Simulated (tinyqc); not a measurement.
What each parameter does: Landau levels of a non-parabolic (Kane) conduction band at kz = 0.

Three-level Kane model: E = (N + 1/2) 2 muB B/m(E) + s g(E) muB B, s = +/-1/2, with 1/m(E) = 1 + (Ep/3)(2/(E + Eg) + 1/(E + Eg + Dso)) and g(E) = 2 - (2 Ep/3)(1/(E + Eg) - 1/(E + Eg + Dso)); E from the band edge, solved self-consistently; remote bands are left out, and so is the confinement energy of a real sheet, which raises m and lowers |g|.

In a field B along z: l = 1/sqrt((e/hbar) B) is the magnetic length, n_B = B/(h/e) the number of states per area in one level, hbar wc = 2 muB B/m for mass m in m0; 1/angstrom^2 = 1e16/cm^2.

Each listed level takes n_B electrons. At zero temperature and without broadening EF sits in the partly filled level.

Constants: e/hbar = 1.519267448e-05 1/(T angstrom^2); h/e = 413566.7697 T angstrom^2; muB = 5.788381798e-05 eV/T.

Parameters, chosen for this exercise (near those of GaSb; shifted at random, so the results belong to these values and not to a real crystal): Eg = 0.809 eV (gap); Dso = 0.765 eV (spin-orbit splitting); Ep = 27 eV (Kane energy); B = 12.1 T (magnetic field); n = 1.6 x 1e11/cm^2 (electron sheet density).

The second and third levels from below, nu = n/n_B, and EF.

Results for these values:
```
case,second level (meV),third level (meV),nu,EF (meV)
base,22.74,54.77,0.55,16.96
```

What happens to each result for Eg = 0.971 eV, all else kept?

Answer: second level falls from 22.74 to 19.10; third level falls from 54.77 to 47.87; nu does not change at the printed digits; EF falls from 16.96 to 14.99.

The same for each parameter in turn:
```
case,second level (meV),third level (meV),nu,EF (meV)
base,22.74,54.77,0.55,16.96
B = 14.5 T,27.10,65.01,0.46,20.26
Eg = 0.971 eV,19.10,47.87,0.55,14.99
Dso = 0.65 eV,22.74,55.89,0.55,17.57
Ep = 32.4 eV,27.14,64.56,0.55,20.02
n = 1.36 x 1e11/cm^2,22.74,54.77,0.46,16.96
```

(tinyqc, `OMP_NUM_THREADS=1 python tinyqc.py 1250146 1250147 out.jsonl`, Intel(R) Xeon(R) Processor @ 2.30GHz, 1 thread, shared host, about 0.06 s.)
